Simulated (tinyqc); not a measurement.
Starting guesses with plain Roothaan steps: SCF starting guesses in the 6-31g basis, for H4+, spin multiplicity 2. Computed by the program tinyqc with PySCF. Command: `OMP_NUM_THREADS=1 python tinyqc.py 110998 110999 out.jsonl`; one thread of a shared host (Intel(R) Xeon(R) Processor @ 2.60GHz), about 1 s.

Geometry (angstrom):
```
atom       x       y       z
H     0.0000  0.0000  0.0000
H     0.0000  0.0000  0.7960
H     0.0000  0.0000  2.8800
H     0.0000  0.0000  3.6760
```

lowest solution found by these runs and by PySCF with stability checks = -1.701965 hartree

UHF with one setting changed at a time; a run stops when the energy changes by less than 1e-09 hartree and the error matrix is below 1e-5. Starts: the lowest orbitals of the core Hamiltonian, of the Wolfsberg-Helmholz matrix (K = 1.75), projected atomic densities, random orbitals, and the highest orbitals of the core Hamiltonian (a deliberately bad start).

Largest element of the error matrix X^T (FDS - SDF) X:
```
iteration     core  Wolfsberg-Helmholz  atomic densities   random  highest core orbitals
1          6.8e-02             9.2e-02           8.8e-02  2.9e-01                6.6e-02
2          1.4e-02             2.4e-02           2.4e-02  1.6e-01                4.5e-02
3          6.1e-03             8.7e-03           9.6e-03  6.0e-02                1.3e-02
4          4.0e-03             4.0e-03           4.6e-03  2.3e-02                5.1e-03
5          2.6e-03             2.1e-03           2.5e-03  1.0e-02                2.4e-03
6          1.7e-03             1.4e-03           1.5e-03  4.9e-03                1.3e-03
8          7.1e-04             5.7e-04           6.6e-04  2.9e-03                5.9e-04
10         2.9e-04             2.4e-04           2.7e-04  2.5e-03                2.4e-04
14         4.9e-05             3.9e-05           4.6e-05  1.7e-03                4.1e-05
20               -                   -                 -  1.1e-03                      -
30               -                   -                 -  5.9e-04                      -
45               -                   -                 -  3.1e-04                      -
60               -                   -                 -  2.0e-04                      -
```

How each run ends:
```
run                    iterations  E (hartree)                                                        state
core                           19    -1.701948                                                       higher
Wolfsberg-Helmholz             19    -1.701948                                                       higher
atomic densities               19    -1.701948                                                       higher
random                        >60    -1.701936  falls steadily but slowly, by a factor of about 0.97 a step
highest core orbitals          19    -1.701948                                                       higher
```

No run reaches the lowest solution found. Ending on a higher stationary point: core, Wolfsberg-Helmholz, atomic densities, highest core orbitals; a small error matrix cannot reveal that, and an occupation fixed by the start is kept by symmetry or by the shape of the basin. Not converged: random. The first errors are 7e-02, 9e-02, 9e-02, 3e-01, 7e-02; the deliberately bad start has the smallest one, so a small first error does not mark a good start.
